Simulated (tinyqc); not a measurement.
# Free and trapped electrons in a MOS channel with a dense trap tail: what changes with what

p-type body, charge-sheet picture, full ionisation (an idealisation for deep acceptors), Boltzmann statistics for free electrons. e = Ec - EF at the surface. Acceptor-like traps of density D(E) = D0 + De exp(-E/Ew) at depth E below Ec, from 0 to Eu, hold n_t = integral of D(E)/(1 + exp((e - E)/Vt)). psi = Eg - Vt ln(Nv/Na) - e; N_dep = sqrt(2 eps0 eps_r Na (psi - Vt)/q); n_f = sqrt(N_dep^2 + 2 eps0 eps_r Vt Nc exp(-e/Vt)/q) - N_dep; Vg = Vfb + psi + q (N_dep + n_t + n_f)/Cox, Cox = eps0 eox/tox.

Values chosen for this exercise; band and dielectric values close to those of silicon:
```
symbol    value         unit                                             meaning
T           250            K                                         temperature
Eg         1.13           eV                                            band gap
eps_r      11.5                                            relative permittivity
Nc      2.09e19        cm^-3              conduction-band density of states at T
Nv      2.03e19        cm^-3                 valence-band density of states at T
eox         3.9                           relative permittivity of the insulator
tox          32           nm                                 insulator thickness
Na       9.6e16        cm^-3                                    acceptor density
Vfb       -1.02            V            flat-band voltage without trapped charge
D0       1.4e11  cm^-2 eV^-1  constant background density of acceptor-like traps
De       5.5e13  cm^-2 eV^-1          density of the tail at the conduction edge
Ew         0.09           eV                            decay energy of the tail
Eu          0.7           eV        depth below Ec down to which the traps reach
mf          210   cm^2/(V s)                          mobility of free electrons
```

Constants: q = 1.602176634e-19 C, kB = 1.380649e-23 J/K, Vt = kB T/q, eps0 = 8.8541878128e-14 F/cm where lengths are in cm. Results are converted to the units shown.

Each table varies one quantity; the others keep the values above.

## Free and trapped charge against gate voltage

Free share n_f/(n_f + n_t); swing ln 10 n_f/(dn_f/dVg); field-effect mobility mf q (dn_f/dVg)/Cox, for a constant mf; oxide field q (N_dep + n_t + n_f)/(eps0 eox).

Free and trapped charge against gate voltage:

| Vg (V) | e (eV) | n_f (cm^-2) | n_t (cm^-2) | free share (%) | swing (mV/decade) | field-effect mobility (cm^2/(V s)) | oxide field (MV/cm) |
|---|---|---|---|---|---|---|---|
| 1.3 | 0.3258 | 8.576e5 | 1.963e11 | 4.370e-4 | 232.9 | 0.002644 | 0.5097 |
| 2.3 | 0.1945 | 3.476e8 | 6.962e11 | 0.04990 | 628.2 | 0.3972 | 0.7812 |
| 3.4 | 0.1307 | 6.445e9 | 1.349e12 | 0.4754 | 1175 | 3.938 | 1.105 |
| 4.4 | 0.09537 | 3.218e10 | 1.953e12 | 1.621 | 1738 | 13.29 | 1.406 |
| 5.4 | 0.07012 | 9.941e10 | 2.527e12 | 3.785 | 2399 | 29.75 | 1.711 |
| 6.5 | 0.04904 | 2.456e11 | 3.096e12 | 7.351 | 3273 | 53.87 | 2.048 |
| 7.5 | 0.03368 | 4.572e11 | 3.539e12 | 11.44 | 4194 | 78.25 | 2.356 |
| 8.5 | 0.02071 | 7.480e11 | 3.905e12 | 16.07 | 5213 | 103.0 | 2.664 |
| 9.6 | 0.008383 | 1.158e12 | 4.221e12 | 21.52 | 6450 | 128.9 | 3.004 |

n_f reaches 1e11 cm^-2 at Vg = 5.41 V, against 1.65 V without traps. The free share rises from 4.37e-4 to 21.5 % and the field-effect mobility rises from 0.00264 to 129 cm^2/(V s), although mf = 210 is constant: in the last row 61.4 % of Cox dVg goes into free electrons. The swing in the first row is 233 mV a decade (Vt ln 10 = 49.6). For Vg = 7.5, 8.5, 9.6 EF lies less than 2 Vt below the band edge, or above it, where degeneracy and confinement, left out, matter.

## Effect of the density of the tail at the conduction edge

VT is the Vg for n_f = 1e11 cm^-2; swing ln 10 n_f/(dn_f/dVg) at n_f = 1e8 cm^-2; the last three columns are for Vg = VT + 2.6 V, with free share n_f/(n_f + n_t) and field-effect mobility mf q (dn_f/dVg)/Cox; there EF is near the band edge, where Boltzmann statistics are rough.

Effect of the density of the tail at the conduction edge:

| De (cm^-2 eV^-1) | e at VT (eV) | VT (V) | q n_t/Cox at VT (V) | swing (mV/decade) | n_f (cm^-2) | free share (%) | field-effect mobility (cm^2/(V s)) |
|---|---|---|---|---|---|---|---|
| 1e12 | 0.06998 | 1.846 | 0.1967 | 115.1 | 1.717e12 | 90.71 | 203.9 |
| 2e12 | 0.06998 | 1.912 | 0.2627 | 122.1 | 1.683e12 | 86.84 | 202.6 |
| 5e12 | 0.06998 | 2.109 | 0.4605 | 143.1 | 1.584e12 | 76.38 | 198.0 |
| 1e13 | 0.06998 | 2.439 | 0.7901 | 178.1 | 1.428e12 | 62.10 | 189.3 |
| 2e13 | 0.06998 | 3.098 | 1.449 | 248.0 | 1.156e12 | 42.02 | 167.9 |
| 4e13 | 0.06998 | 4.417 | 2.768 | 388.0 | 7.711e11 | 21.11 | 120.4 |
| 9e13 | 0.06998 | 7.714 | 6.065 | 737.8 | 3.816e11 | 6.471 | 50.15 |
| 2e14 | 0.06998 | 14.97 | 13.32 | 1507 | 2.064e11 | 1.911 | 16.45 |

What does the table show?

As De goes from 1e12 to 2e14, VT rises from 1.85 to 15.0 V, its part due to traps rises from 0.197 to 13.3 V, the swing rises from 115 to 1510 mV/decade and the field-effect mobility falls from 204 to 16.4 cm^2/(V s).

tinyqc, about 0.02 s, one thread, Intel Xeon 2.30GHz (shared host): `OMP_NUM_THREADS=1 python tinyqc.py 2222242 2222243 out.jsonl`
